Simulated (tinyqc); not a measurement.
Ratio and sensitivities against delay: time-domain thermoreflectance: layered heat flow under a modulated pulse train, and what the signal ratio measures. Computed by tinyqc, a small Python program. Command: `OMP_NUM_THREADS=1 python tinyqc.py 3111182 3111183 out.jsonl tdtr walk`. One thread of a shared host (Intel(R) Xeon(R) Processor @ 2.30GHz), about 0.1 s of CPU time with the checks.

Pulses repeat at 80 MHz; heat is laid down at the surface, all layers are isotropic.

Inputs (values chosen for the exercise, modelled on aluminium on germanium):

| quantity | value | unit |
|---|---|---|
| metal thickness d | 79 | nm |
| metal conductivity | 120 | W/(m K) |
| metal heat capacity | 2.42 | MJ/(m^3 K) |
| boundary conductance G under the metal | 260 | MW/(m^2 K) |
| substrate conductivity kappa | 56.9 | W/(m K) |
| substrate heat capacity C | 1.68 | MJ/(m^3 K) |
| modulation frequency f | 2 | MHz |
| spot radius w (1/e^2, pump and probe) | 11 | micrometre |

Stack: metal, substrate.

Method:
- For radial wave number k and angular frequency W each layer has u = sqrt(4 pi^2 k^2 + i W C/kappa) and gamma = kappa u. Surface impedance from below: Z = 1/gamma for the substrate; a layer of thickness L maps Z to (Z + tanh(u L)/gamma)/(1 + gamma Z tanh(u L)); a boundary adds 1/G.
- Response per absorbed watt H(W) = 2 pi int_0^(2/w) Z(k, W) exp(-pi^2 k^2 w^2) k dk by 20 Gauss-Legendre points.
- Signal: X + iY = sum_(m = -M..M) H(2 pi (f + m f_r)) exp(i 2 pi m f_r t) exp(-pi (m/M)^2 x 4), f_r = 80 MHz, M = 4000, with H(-W) the complex conjugate of H(W); V_in = X, V_out = Y, ratio = -V_in/V_out.
- Sensitivity S = ln(ratio'/ratio)/ln(1.01) for a rise of one input by 1 %.

Ratio and sensitivities:

| t (ps) | ratio | S to kappa | S to G | S to d | S to C | S to w |
|---|---|---|---|---|---|---|
| 100 | 3.7880 | 0.46256 | -0.03902 | -0.69043 | 0.35460 | -0.13320 |
| 200 | 3.4788 | 0.44530 | -0.09401 | -0.61374 | 0.33608 | -0.13403 |
| 400 | 3.0195 | 0.40873 | -0.16498 | -0.47164 | 0.29707 | -0.13573 |
| 800 | 2.4271 | 0.34054 | -0.22968 | -0.27258 | 0.22410 | -0.13929 |
| 1500 | 1.8640 | 0.25038 | -0.24028 | -0.08569 | 0.12624 | -0.14550 |
| 2500 | 1.4652 | 0.17574 | -0.19588 | 0.01468 | 0.04233 | -0.15349 |
| 4000 | 1.1710 | 0.12755 | -0.13293 | 0.04639 | -0.01693 | -0.16365 |

What does the comparison show, and why?

The largest sensitivity in size at 100 ps is to d (-0.69). At 400 ps an error of 3 % in d passes on as 3 % in kappa.

Extremes, crossings and ranges named in words are read from the listed rows.
